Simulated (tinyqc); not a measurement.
Off-state leakage of single and stacked transistors: two steps of the calculation.

n-channel devices of unit width. Subthreshold current I(Vg, Vs, Vd) = I0 (T/300 K)^0.5 exp[(Vg - Vs - VT(T) - gb (Vs - Vb) + dd (Vd - Vs))/(nf Vt)] (1 - exp(-(Vd - Vs)/Vt)), VT(T) = VT - cT (T - 300 K). Gate-edge tunnelling Ig (Vd/1 V) exp(ag (Vd - 1 V)), for a gate at 0 V, and band-to-band leakage Ab u exp(-Bb/u), u = Vd - Vb + 1 V, flow at a drain held at V; both are taken as independent of T. In a stack of off transistors (all gates at 0 V) the same subthreshold current passes through each.

Inputs (values chosen for the exercise); values of the order met in bulk silicon logic transistors:

| symbol | value | unit | meaning |
|---|---|---|---|
| T | 358 | K | temperature |
| V | 0.8 | V | supply voltage |
| VT | 0.28 | V | threshold at 300 K, zero drain and body bias |
| cT | 0.7 | mV/K | fall of the threshold with temperature |
| I0 | 0.12 | uA/um | current at threshold at 300 K |
| nf | 1.22 |  | slope factor |
| dd | 0.08 |  | drain-induced lowering per volt |
| gb | 0.18 |  | rise of the threshold per volt of source-body bias |
| Ig | 4e-5 | uA/um | gate-edge tunnelling current at 1 V |
| ag | 4.3 | 1/V | exponential slope of the gate current |
| Ab | 1 | uA/(um V) | prefactor of band-to-band leakage at the drain |
| Bb | 22 | V | its exponential voltage |
| Vb | -0.6 | V | body voltage |

Constants: q = 1.602176634e-19 C, kB = 1.380649e-23 J/K, Vt = kB T/q. Results are converted to the units shown.

Question 1. Leakage of one transistor. Vg = Vs = 0, Vd = V; effective threshold VT(T) - gb Vb - dd V.

Find: effective threshold; parts; total; shares.

Answer 1.

effective threshold = 0.28340 V
parts (nA/um): subthreshold 0.070373, gate edge 0.013541, band-to-band 0.25071
total = 0.33463 nA/um
shares (%): subthreshold 21.030, gate edge 4.0466, band-to-band 74.923

The band-to-band part is the largest.

Question 2. New Vx. Stack of two, Vx the node between them: I_low = I(0, 0, Vx), I_up = I(0, Vx, V), f = ln(I_up/I_low), f' = -(1 + gb + 2 dd)/(nf Vt) - 1/(Vt (exp(Vx/Vt) - 1)) - 1/(Vt (exp((V - Vx)/Vt) - 1)), Vx(new) = Vx - f/f'.

Vx after iteration 1 = 0.053160921 V

Give: I_low; I_up; f; f'; Vx after iteration 2.

Answer 2.

I_low = 0.01182 nA/um
I_up = 0.01187 nA/um
f = 0.004368
f' = -42.65 1/V
Vx after iteration 2 = 0.05326 V

Program tinyqc, `OMP_NUM_THREADS=1 python tinyqc.py 2242174 2242175 out.jsonl`; Intel Xeon 2.30GHz, shared host, one thread, about 0.03 s.
